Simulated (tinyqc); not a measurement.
Raising the sheet density: Gamma, L and X subbands of a thin body with non-parabolic valleys.

Hard walls, flat band, c = hbar^2/2m0, energies from the bulk Gamma edge. For a valley at angle theta to the normal 1/m_z = cos^2/ml + sin^2/mt and m_d = sqrt(ml mt^2/m_z). Subband n starts at E_v + e with e (1 + a e) = c (n pi/t)^2/m_z, and its density-of-states mass is taken as m_d (1 + 2 a e), without further growth at higher in-plane energy. Groups are named by valley and degeneracy.

n_i = g m/(2 pi c) kB T ln(1 + exp((EF - E_i)/kB T)), sum n_i = Ns (1e12/cm^2 = 1e-4/angstrom^2), c = hbar^2/2m0. Quantum capacitance Cq = 1602.176634 sum g m/(2 pi c) f_i in microfarad/cm^2 with f_i = 1/(1 + exp((E_i - EF)/kB T)); Cox = 34.5313/eot (one gate); C/Cox = Cq/(Cq + Cox), the centroid term left out.

Constants: hbar^2/2m0 = 3.80998211 eV angstrom^2; kB = 8.617333262e-05 eV/K.

Values chosen for the exercise (near those of a thin InP channel; shifted at random, so the results belong to these values and not to a real crystal): face = 111 (surface); mG = 0.0785 m0 (Gamma mass); aG = 0.6 1/eV (Gamma non-parabolicity); EL = 0.612 eV (L edge above Gamma); mL = (1.651, 0.099) m0 (L valleys (four, along <111>): ml, mt); EX = 0.992 eV (X edge above Gamma); mX = (0.864, 0.28) m0 (X valleys (three, along <100>): ml, mt); aS = 0.36 1/eV (non-parabolicity of L and X); t = 84 angstrom (body thickness); T = 300 K (temperature); eot = 9 angstrom (equivalent oxide thickness); Nl = (0.5, 1, 2, 4, 7, 11, 16) x 1e12/cm^2 (sheet densities).

Fixed thickness, n = 1 to 8 of all groups; the gate overdrive above the lowest edge is (EF - E_lowest)/e + 0.1602177 Ns/Cox in volts.

Results:
```
Ns (1e12/cm^2)  EF - lowest (eV)  Gamma share (%)     Cq  C/Cox  overdrive (V)
0.5                       -0.008            100.0   2.39  0.384          0.013
1.0                        0.018            100.0   3.78  0.496          0.059
2.0                        0.053            100.0   5.09  0.570          0.137
4.0                        0.110            100.0   6.14  0.616          0.277
7.0                        0.175            100.0   9.21  0.706          0.467
11.0                       0.234            100.0  11.87  0.756          0.694
16.0                       0.300            100.0  12.49  0.765          0.968
```

The lowest subband is G1 n=1. At the highest density band filling takes 0.300 V of the 0.968 V overdrive. Cq grows from 2.4 to 12.5 microfarad/cm^2 while EF moves from -0.008 to +0.300 eV against the lowest edge; the Gamma share stays near 100 %.

(tinyqc, `OMP_NUM_THREADS=1 python tinyqc.py 1250698 1250699 out.jsonl`, Intel(R) Xeon(R) Processor @ 2.30GHz, 1 thread, shared host, about 0.04 s.)
